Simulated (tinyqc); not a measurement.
Eight-band Kane k.p model: sweeps and comparisons. A value that a table varies takes the place of the one given here.

Eight-band Kane model, basis S, X, Y, Z times spin, zero of energy at the top of the unstrained valence band, c = hbar^2/2m0. Within each spin: H_SS = Eg + A c k^2, H_SX = i P kx (likewise Y, Z), H_XX = -Dso/3 + L kx^2 + M (ky^2 + kz^2), H_XY = N kx ky, and cyclic. Spin-orbit term (Dso/3) L.sigma on X, Y, Z with (L_k)_ij = -i epsilon_kij: <X+|H|Y+> = -i Dso/3, <X+|H|Z-> = Dso/3, <Y+|H|Z-> = -i Dso/3, <Z+|H|X-> = -Dso/3, <Z+|H|Y-> = i Dso/3, <X-|H|Y-> = i Dso/3, and their conjugates; + and - are the spin along z. Terms from inversion asymmetry are left out, so every level is twofold.

P = sqrt(Ep c); A = 1/me - Ep (Eg + 2 Dso/3)/(Eg (Eg + Dso)) keeps the electron mass; g1' = g1 - Ep/(3 Eg), g2' = g2 - Ep/(6 Eg), g3' = g3 - Ep/(6 Eg) remove the coupling to S that the Luttinger values already hold; L = -c (g1' + 4 g2'), M = -c (g1' - 2 g2'), N = -6 c g3'.

Constants: hbar^2/2m0 = 3.80998211 eV angstrom^2.

Parameters, chosen for this exercise (near those of CdTe; shifted at random, so the results belong to these values and not to a real crystal): Eg = 1.618 eV (gap at Gamma to the s-like level); Dso = 0.905 eV (spin-orbit splitting); Ep = 18.7 eV (Kane energy); me = 0.0956 m0 (electron mass at Gamma); g1 = 5.3 (Luttinger gamma1); g2 = 1.7 (gamma2); g3 = 2 (gamma3); kmax = 0.06 1/angstrom (end of the path).

## Non-parabolicity of the conduction band

Unstrained, along [111], six points up to kmax. Parabolic: E = c k^2/me. Two-band form: E (1 + alpha E) = c k^2/me with alpha = (1 - me)^2/Eg. The column alpha(k) solves that form for alpha with the eight-band energy. Energies from the conduction edge.

Energies:

| \|k\| (1/angstrom) | parabolic (eV) | two-band (eV) | eight-band (eV) | alpha(k) (1/eV) | parabolic / eight-band |
|---|---|---|---|---|---|
| 0.0100 | 0.0040 | 0.0040 | 0.0040 | 0.640 | 1.003 |
| 0.0200 | 0.0159 | 0.0158 | 0.0158 | 0.640 | 1.010 |
| 0.0300 | 0.0359 | 0.0352 | 0.0351 | 0.641 | 1.022 |
| 0.0400 | 0.0638 | 0.0618 | 0.0614 | 0.642 | 1.039 |
| 0.0500 | 0.0996 | 0.0951 | 0.0940 | 0.643 | 1.060 |
| 0.0600 | 0.1435 | 0.1343 | 0.1322 | 0.644 | 1.085 |

alpha = 0.506 1/eV

At the last point the parabola lies a factor 1.09 above the eight-band value, and the two-band form 2.1 meV above it. The parabola stays within 5 % up to |k| = 0.0400 1/angstrom of the points listed. alpha(k) goes from 0.640 to 0.644 1/eV, a spread of 0.7 % over this range; the simple rule gives 0.506, 21 % below the first value, as it knows neither Dso nor the remote terms.

## Four, six or eight bands for the holes

Unstrained, along [100]. Six bands: the X, Y, Z block alone with the full g1, g2, g3 in L, M, N. Four bands: the same with Dso sent to infinity. HH, LH and SO name the pairs from the top.

Valence levels (eV):

| \|k\| (1/angstrom) | HH 4 | HH 6 | HH 8 | LH 4 | LH 6 | LH 8 | SO 6 | SO 8 |
|---|---|---|---|---|---|---|---|---|
| 0.0100 | -0.0007 | -0.0007 | -0.0007 | -0.0033 | -0.0033 | -0.0033 | -0.9070 | -0.9065 |
| 0.0200 | -0.0029 | -0.0029 | -0.0029 | -0.0133 | -0.0132 | -0.0131 | -0.9131 | -0.9110 |
| 0.0300 | -0.0065 | -0.0065 | -0.0065 | -0.0298 | -0.0295 | -0.0291 | -0.9235 | -0.9185 |
| 0.0400 | -0.0116 | -0.0116 | -0.0116 | -0.0530 | -0.0521 | -0.0507 | -0.9383 | -0.9291 |
| 0.0500 | -0.0181 | -0.0181 | -0.0181 | -0.0829 | -0.0805 | -0.0773 | -0.9579 | -0.9427 |
| 0.0600 | -0.0261 | -0.0261 | -0.0261 | -0.1193 | -0.1143 | -0.1082 | -0.9827 | -0.9596 |

At |k| = 0.0600 the heavy holes of the three models span 0.0 meV and the light holes 11.2 meV. The split-off band moves the light hole by +5.0 meV and treating the conduction band exactly moves it by +6.1 meV more; the conduction band matters more here, where the four-band light-hole energy is 0.13 times Dso and 0.07 times Eg.

## Far from Gamma

Pairs 3 and 4 along [100] out to 3.2 1/angstrom, beyond the zone edge but about the reach pi/h of a grid with h = 1 angstrom, with Ep as given and with Ep rescaled so that A = 1: Ep = (1/me - 1) Eg (Eg + Dso)/(Eg + 2 Dso/3). Crossings of E = Eg/2 are found on a scan of 320 points from 0.05 to 3.2 and refined by bisection.

Levels (eV):

| kx (1/angstrom) | pair 3 | pair 4 | pair 3, rescaled | pair 4, rescaled |
|---|---|---|---|---|
| 0.0 | 0.000 | 1.618 | 0.000 | 1.618 |
| 0.4 | -1.158 | 4.177 | -1.158 | 4.221 |
| 0.8 | -4.633 | 7.383 | -4.633 | 7.783 |
| 1.2 | -10.424 | 10.585 | -10.424 | 11.951 |
| 1.6 | -14.969 | 13.801 | -18.532 | 16.940 |
| 2.0 | -19.671 | 17.072 | -26.933 | 22.900 |
| 2.4 | -24.771 | 20.437 | -36.373 | 29.926 |
| 2.8 | -30.314 | 23.934 | -47.345 | 38.074 |
| 3.2 | -36.334 | 27.595 | -59.901 | 47.378 |

A (a pure number) and L (eV angstrom^2) as given: 0.285  -2.067

rescaled Ep = 17.39 eV

A and L rescaled: 1.000  -5.163

Crossings of mid-gap:

| set | number | first kx (1/angstrom) |
|---|---|---|
| as given | 0 | - |
| rescaled | 0 | - |

Is the parameter set safe for a calculation on a fine real-space grid?

Along this line and up to 3.2 1/angstrom, yes: no level crosses the middle of the gap. At large kx the S and X states dominate and (A c k^2)(L k^2) - P^2 k^2 must vanish for a state in the gap, which needs A L > 0, near k = P/sqrt(A c L); here A = 0.285 and L = -2.067 have opposite signs. In the rerun with Ep = 17.39 eV, A = 1.000 and L = -5.163 have opposite signs, and no level crosses. Electron, heavy- and light-hole masses at Gamma are the same for both sets.

## What each parameter does

Unstrained; levels at |k| = kmax along [111], all derived values formed anew. Each row changes one parameter from the base and keeps the others.

Results:

| case | conduction (eV) | heavy hole (eV) | light hole (eV) | split-off (eV) |
|---|---|---|---|---|
| base | 1.7502 | -0.0178 | -0.1143 | -0.9608 |
| Eg = 1.4562 eV | 1.5875 | -0.0178 | -0.1137 | -0.9569 |
| Dso = 0.8145 eV | 1.7501 | -0.0178 | -0.1136 | -0.8720 |
| Ep = 16.83 eV | 1.7504 | -0.0178 | -0.1143 | -0.9629 |
| me = 0.086 m0 | 1.7652 | -0.0178 | -0.1135 | -0.9606 |
| g1 = 5.83 | 1.7498 | -0.0251 | -0.1212 | -0.9679 |
| g2 = 1.53 | 1.7502 | -0.0178 | -0.1143 | -0.9608 |
| g3 = 2.2 | 1.7496 | -0.0123 | -0.1181 | -0.9617 |

The largest shifts from the base row, up to three for each result and ties (the steps differ in size, so this ranks the rows, not the parameters). conduction (eV): Eg -0.1627, me +0.0150, g3 -0.0006; unchanged at the printed digits by g2. heavy hole (eV): g1 -0.0073, g3 +0.0055; unchanged at the printed digits by Eg, Dso, Ep, me and g2. light hole (eV): g1 -0.0069, g3 -0.0039, me +0.0008; unchanged at the printed digits by Ep and g2. split-off (eV): Dso +0.0888, g1 -0.0072, Eg +0.0039; unchanged at the printed digits by g2. Along [111] the heavy hole follows g1 - 2 g3 alone.

Run: tinyqc, `OMP_NUM_THREADS=1 python tinyqc.py 1080348 1080349 out.jsonl`; Intel(R) Xeon(R) Processor @ 2.30GHz, one thread, shared host; about 0.05 s of CPU time with all checks.
